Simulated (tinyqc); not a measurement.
Three-level Kane dispersion of a narrow-gap semiconductor, step by step. Values are carried at full precision from step to step, so a last printed digit may differ when a step is redone from the rounded ones.

Zero of energy at Gamma8, c = hbar^2/2m0, P^2 = Ep c. The free-electron term and remote bands are left out, so the heavy holes are flat at E = 0 and the other three bands obey E (E - Eg)(E + Dso) = P^2 k^2 (E + 2 Dso/3). The conduction band is the highest root; its edge is Ec = max(Eg, 0).

Constants: hbar^2/2m0 = 3.80998211 eV angstrom^2; hbar = 6.58211957e-16 eV s; e^2/(4 pi eps0) = 14.39964547 eV angstrom; muB = 5.788381798e-05 eV/T.

Inputs chosen for the exercise (near those of grey Sn; not measured data):
```
symbol  value    unit        meaning
Eg      -0.393   eV          E(Gamma6) - E(Gamma8)
Dso     0.77     eV          spin-orbit splitting
Ep      22.6     eV          Kane energy
k       0.01     1/angstrom  wave vector
n       2.8e+18  cm^-3       electron density
eps     22.8                 high-frequency dielectric constant
B       0.8      T           magnetic field
```

## The three bands at one k

Expand the equation into E^3 + a2 E^2 + a1 E + a0 = 0 and give its roots; compare with the two-level form (Dso to infinity) E = Eg/2 +/- sqrt(Eg^2/4 + (2/3) P^2 k^2).

P^2 k^2 = 0.008611 eV^2

a2, a1, a0: [1.163000, 0.293999, -0.004420]

roots (eV): [-0.7776, -0.3996, 0.0142]

two-level form (eV): [-0.4071, 0.0141]

The two-level form misses the highest root by -0.1 meV. The order is inverted: the band that would be the light hole curves upward from Gamma8 and touches the heavy holes, so there is no gap.

## Mass at the edge and limiting velocity

For Eg < 0 the conduction band starts at Gamma8 with m0* = 3 |Eg|/(2 Ep). In the two-level form the velocity tends to v = sqrt(2/3) P/hbar, and |Eg| = 2 m v^2 with m = 3 |Eg|/(2 Ep), as for a relativistic particle. 1 angstrom = 1e-10 m.

m0* = 0.02608 m0
P = 9.2793 eV angstrom
v = 1.151e+06 m/s
k at which the linear part sets in, |Eg|/(2 hbar v) = 0.02594 1/angstrom

## Fermi level and mass at a given density

Degenerate electrons at T = 0: kF = (3 pi^2 n)^(1/3), 1 cm^-3 = 1e-24 angstrom^-3; EF is the highest root at kF. The momentum (cyclotron, optical) mass is m(E) = hbar^2 k/(dE/dk) = c d(k^2)/dE with d(k^2)/dE = k^2 [1/E + 1/(E - Eg) + 1/(E + Dso) - 1/(E + 2 Dso/3)]; the density of states is k d(k^2)/dE/(2 pi^2).

Edge mass m0* = 3 |Eg|/(2 Ep).

Compare EF - Ec with the parabolic value c kF^2/m0*.

kF = 0.04360 1/angstrom
EF - Ec = 0.2024 eV
parabolic value = 0.2777 eV
m(EF) = 0.04529 m0
m(EF)/m0* = 1.736
density of states at EF = 2.626e+19 1/(eV cm^3)

The parabola overstates EF - Ec by a factor of 1.37; (EF - Ec)/|Eg| = 0.51, and the two-level rule 1 + 2 (EF - Ec)/|Eg| = 2.030 estimates the mass ratio. Side valleys about 0.1 eV up, left out here, would already hold electrons, so EF and m(EF) are overstated.

## Plasma and cyclotron energies

hbar wp = sqrt(8 pi c (e^2/4 pi eps0) n/(eps m)), hbar wc = 2 muB B/m (classical limit), with m = m(EF) and, for comparison, the edge mass; n in angstrom^-3.

hbar wp with m(EF), with m0* (meV): [61.15, 80.57]

hbar wc with m(EF), with m0* (meV): [2.05, 3.55]

EF - Ec = 202.4 meV is 99 times hbar wc, so the classical value applies.

## Checks

- Roots of the cubic against the 8 x 8 Kane matrix without remote terms: they agree to 1e-10 or better.
- m(E) near the edge against m0*: both 0.02608.

tinyqc: `OMP_NUM_THREADS=1 python tinyqc.py 1050919 1050920 out.jsonl`; about 0.01 s, one thread, shared Intel(R) Xeon(R) Processor @ 2.30GHz.
